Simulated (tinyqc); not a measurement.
# FinFET, parasitic resistance, capacitance and delay: effects of single changes

Nf fins under one contact; each has gated perimeter p = 2 Hf + Wf and cross-section A = Hf Wf; contact width Wc = Nf pf, stack height Hs = Hf. Contact length Lc = CPP - Lg - 2 Lsp, shared by two neighbouring gates. Source and drain sides are equal. The formulas are first-order estimates, not field solutions.

Values chosen for this exercise; values close to those of silicon logic devices: temperature T = 300 K; number of fins Nf = 3; fin height Hf = 46 nm; fin width Wf = 7 nm; fin pitch pf = 30 nm; contacted gate pitch CPP = 42 nm; gate length Lg = 14 nm; spacer length Lsp = 5 nm; relative permittivity of the spacer ks = 4.5; gate height above the channel stack Hc = 15 nm; contact resistivity rc = 5.6e-10 ohm cm^2; resistivity of the source-drain epitaxy re = 0.00028 ohm cm; current-carrying depth of the epitaxy te = 30 nm; resistivity of the extension rx = 0.0019 ohm cm; gate overlap Lov = 1.5 nm; inversion capacitance Cinv = 2.4 uF/cm^2; injection velocity vx = 8.2e6 cm/s; apparent mobility mu = 140 cm^2/(V s); threshold at zero drain voltage VT = 0.19 V; barrier lowering dl = 0.021 V/V; subthreshold factor n = 1.1; wire load Cw = 0.39 fF; supply voltage Vdd = 0.65 V.

Constants: q = 1.602176634e-19 C, kB = 1.380649e-23 J/K, eps0 = 8.8541878128e-12 F/m, Vt = kB T/q. Results are converted to the units shown.

Each table varies one quantity; the others keep the values above.

## Effect of the relative permittivity of the spacer

Epitaxy sheet resistance Rsh = re/te, transfer length LT = sqrt(rc/Rsh), contact Rc = [sqrt(rc Rsh)/Wc] coth(Lc/(2 LT)); extension of one fin Rx = rx Lsp/A. With N fins: gate Cg = Cinv p N Lg; per side, plate Cp = ks eps0 [Wc (Hs + Hc) - N A]/Lsp, top fringe Cf = (2/pi) ks eps0 Wc ln(1 + Lg/(2 Lsp)), overlap Co = Cinv p N Lov. One fin: I = p Q vx u/(1 + |u|^1.8)^(1/1.8), Q = Cinv n Vt ln(1 + exp((Vg' - VT + dl Vd')/(n Vt))), u = Vd' mu/(vx Lg), Vg' = Vgs - v, Vd' = Vds - 2 v, with the drop on each side v = Rc (sum of I) + Rx I. Ieff = [I(Vgs = Vdd, Vds = Vdd/2) + I(Vdd/2, Vdd)]/2, total currents. With Cs = Cp + Cf + Co, the load of an inverter of two such devices driving an equal one is CL = 2 (Cg + 2 Cs) + 4 Cs + Cw (own drains counted twice for the Miller effect); delay CL Vdd/(2 Ieff).

The same in every row: Rc (ohm) = 72.22; Rx/N (ohm) = 98.34; Ieff (uA) = 154.7.

Effect of the relative permittivity of the spacer:
```
ks,CL (aF),delay (ps)
1,742.8,1.561
2,810.4,1.703
3,878.0,1.845
4,945.7,1.987
5.5,1047,2.200
7,1149,2.413
```

As ks goes from 1 to 7, Ieff stays at 155 uA, CL rises from 743 to 1150 aF and the delay rises from 1.56 to 2.41 ps.

## Effect of the fin pitch

Same model as above.

The same in every row: Rx/N (ohm) = 98.34.

Results:
```
pf (nm),Rc (ohm),Ieff (uA),CL (aF),delay (ps)
18,120.4,149.8,833.1,1.807
26,83.33,153.5,930.7,1.970
30,72.22,154.7,979.5,2.058
36,60.18,155.9,1053,2.194
44,49.24,157.0,1150,2.381
```

Estimate the missing row, pf = 22 nm.

Computed row:
```
pf (nm),Rc (ohm),Ieff (uA),CL (aF),delay (ps)
22,98.48,152.0,881.9,1.886
```

With this row back in the table: As pf goes from 18 to 44 nm, Ieff rises from 150 to 157 uA, CL rises from 833 to 1150 aF and the delay rises from 1.81 to 2.38 ps.

## Effect of the contact resistivity

Same model as above.

The same in every row: Rx/N (ohm) = 98.34; CL (aF) = 979.5.

Effect of the contact resistivity:
```
rc (ohm cm^2),Rc (ohm),Ieff (uA),delay (ps)
1e-10,15.31,160.6,1.982
2.1e-10,28.96,159.2,2.000
4.5e-10,58.63,156.1,2.040
9.7e-10,122.8,149.6,2.128
2.1e-9,262.4,136.4,2.334
4.4e-9,546.3,112.7,2.824
9.4e-9,1164,77.53,4.106
2e-8,2472,46.08,6.909
```

What does the comparison show?

As rc goes from 1e-10 to 2e-8 ohm cm^2, Ieff falls from 161 to 46.1 uA, CL stays at 980 aF and the delay rises from 1.98 to 6.91 ps. Rc goes as rc^(0.86) at the start and rc^(1.00) at the end (1/2 for a long contact, 1 for a short one). For rc = 1e-10 to 2.1e-10 ohm cm^2 rc lies near or below the quantum limit of metal-silicon contacts.

Computed by the program tinyqc: `OMP_NUM_THREADS=1 python tinyqc.py 2170051 2170052 out.jsonl`, one thread of a shared Intel Xeon 2.30GHz, about 0.03 s for the whole run.
